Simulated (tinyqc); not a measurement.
Optical gain and spontaneous emission in a bulk direct-gap semiconductor: one step. Occupations and gain at E. Two cases, with inputs chosen for the exercise.

Task: Use mr and alpha from the table.

For band j the electron sits at Ee = (E - Eg) mr/me above its edge and the hole at Eh = (E - Eg) mr/mj; fe = 1/(1 + exp((Ee - Fc)/kT)), fh = 1/(1 + exp((Eh - Fv)/kT)); gain g = sum_j alpha_j (fe + fh - 1).

Case 1.

Values chosen (near those of GaAs; shifted at random, so the results belong to these values and not to a real crystal): E = 1.528 eV (photon energy); Eg = 1.464 eV (direct gap); me = 0.0656 m0 (electron mass); mhh = 0.516 m0 (heavy-hole mass); mlh = 0.0861 m0 (light-hole mass).

mr, J and alpha of each hole band:
```
hole     mr (m0)  J (1/(eV angstrom^3))  alpha (1/cm)
heavy  0.0582008            2.41974e-05      4243.439
light  0.0372324            1.23811e-05      2171.233
```

Fc = 0.069130 eV
Fv = -0.020419 eV
kT = 0.01723467 eV

Case 2.

Values chosen (near those of InP; shifted at random, so the results belong to these values and not to a real crystal): E = 1.403 eV (photon energy); Eg = 1.363 eV (direct gap); me = 0.0823 m0 (electron mass); mhh = 0.623 m0 (heavy-hole mass); mlh = 0.0879 m0 (light-hole mass).

mr, J and alpha of each hole band:
```
hole     mr (m0)  J (1/(eV angstrom^3))  alpha (1/cm)
heavy  0.0726966            2.67046e-05      4117.817
light  0.0425039            1.19388e-05      1840.940
```

Fc = 0.050331 eV
Fv = -0.026714 eV
kT = 0.01723467 eV

Give: Energies, occupations and gain of each hole band; total gain.

Result:

Case 1.

Energies, occupations and gain of each hole band:
```
hole   Ee (eV)  Eh (eV)     fe     fh  g (1/cm)
heavy   0.0568   0.0072  0.672  0.167      -682
light   0.0363   0.0277  0.870  0.058      -156
```

total gain = -838 1/cm

E - Eg = 0.0640 eV is above Fc + Fv = 0.0487 eV, so both bands give loss (Bernard-Duraffourg).

Case 2.

Energies, occupations and gain of each hole band:
```
hole   Ee (eV)  Eh (eV)     fe     fh  g (1/cm)
heavy   0.0353   0.0047  0.705  0.139      -642
light   0.0207   0.0193  0.848  0.065      -160
```

total gain = -802 1/cm

E - Eg = 0.0400 eV is above Fc + Fv = 0.0236 eV, so both bands give loss (Bernard-Duraffourg).

Computed by tinyqc, one run a case: `OMP_NUM_THREADS=1 python tinyqc.py N N+1 out.jsonl` with N = 1680642, 1680969; one thread of a shared Intel(R) Xeon(R) Processor @ 2.30GHz, about 0.09 s a run at most.
